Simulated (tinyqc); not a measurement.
## Electron continuity equation in a given potential, Scharfetter-Gummel discretisation: three discretisations compared

Steady state in one dimension: J = q mu n E + q D dn/dx with E = -dpsi/dx and D = mu Vt, dJ/dx = q (n/tau - G), fixed densities nL and nR at the ends. The potential is given, psi = U x/L, and is not changed by the electrons.

10 equal intervals. Fluxes J_i = (q D/h)(n_(i+1) P_i - n_i Q_i), d_i = (psi_(i+1) - psi_i)/Vt: Scharfetter-Gummel P = B(d), Q = B(-d), B(d) = d/(exp(d) - 1); central P = 1 - d/2, Q = 1 + d/2; upwind P = 1 + max(-d, 0), Q = 1 + max(d, 0). Balance at each inner node: J_i - J_(i-1) = q h (n_i/tau - G). The reference is Scharfetter-Gummel on 2000 intervals.

Parameters, values chosen for the exercise; mobility close to that of gallium phosphide at room temperature:

| symbol | value | unit | meaning |
|---|---|---|---|
| T | 300 | K | temperature |
| mu | 253 | cm^2/(V s) | electron mobility |
| L | 1.6 | um | length of the region |
| nL | 5.7e12 | cm^-3 | density at x = 0 |
| nR | 1.4e12 | cm^-3 | density at x = L |
| tau | 8.2e-10 | s | lifetime |
| G | 0 | cm^-3 s^-1 | uniform generation rate |
| U | -0.77 | V | potential difference psi(L) - psi(0) |

Constants: q = 1.602176634e-19 C, kB = 1.380649e-23 J/K, Vt = kB T/q. Results are converted to the units shown.

Densities (cm^-3):

| node | Scharfetter-Gummel | central | upwind | reference |
|---|---|---|---|---|
| 0 | 5.7000e12 | 5.7000e12 | 5.7000e12 | 5.7000e12 |
| 1 | 1.4391e12 | 3.4122e11 | 2.3288e12 | 1.4385e12 |
| 2 | 1.2442e12 | 1.4010e12 | 1.5093e12 | 1.2437e12 |
| 3 | 1.2532e12 | 1.2196e12 | 1.3215e12 | 1.2528e12 |
| 4 | 1.2728e12 | 1.2786e12 | 1.2901e12 | 1.2723e12 |
| 5 | 1.2931e12 | 1.2915e12 | 1.2977e12 | 1.2928e12 |
| 6 | 1.3138e12 | 1.3138e12 | 1.3152e12 | 1.3135e12 |
| 7 | 1.3348e12 | 1.3346e12 | 1.3354e12 | 1.3346e12 |
| 8 | 1.3562e12 | 1.3561e12 | 1.3565e12 | 1.3561e12 |
| 9 | 1.3779e12 | 1.3779e12 | 1.3780e12 | 1.3779e12 |
| 10 | 1.4000e12 | 1.4000e12 | 1.4000e12 | 1.4000e12 |

Largest errors as a share of the largest reference density listed: Scharfetter-Gummel 0.010 %, central 19 %, upwind 16 %. The largest |d| is 2.98. Central differences oscillate from node to node, since P or Q changes sign once |d| exceeds 2. Upwinding stays positive but acts as if D were larger by the factor 1 + |d|/2, up to 2.49 here.

Computed by the program tinyqc: `OMP_NUM_THREADS=1 python tinyqc.py 2220034 2220035 out.jsonl`, one thread of a shared Intel Xeon 2.30GHz, about 0.01 s for the whole run.
